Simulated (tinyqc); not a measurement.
# Thickness from the transmission

Inverse problem. A dielectric of barrier phi1 and mass m1 carries the voltage V, so U = phi1 - V x/t1. At E = 0 the WKB exponent is S = (4 t1/(3 V)) sqrt(m1/C) [phi1^1.5 - max(phi1 - V, 0)^1.5], C = hbar^2/(2 m0), and T = exp(-S). Find S, t1 and the field.

Values chosen for this exercise:
- phi1 = 1.52 eV (barrier of layer 1 above the emitter Fermi level at zero bias)
- m1 = 0.19 m0 (tunnelling mass of layer 1)
- V = 0.3 V (voltage across the dielectric)

Constants: q = 1.602176634e-19 C, hbar = 1.054571817e-34 J s, m0 = 9.1093837015e-31 kg, hbar^2/(2 m0) = 0.0380998212 eV nm^2. Results are converted to the units shown.

T at E = 0 = 2.8946988e-5

Answer. At fixed V the exponent is proportional to t1.

S = 10.5
t1 = 2.00 nm
field = 1.50 MV/cm

tinyqc, about 0.03 s, one thread, Intel Xeon 2.30GHz (shared host): `OMP_NUM_THREADS=1 python tinyqc.py 2540134 2540135 out.jsonl`
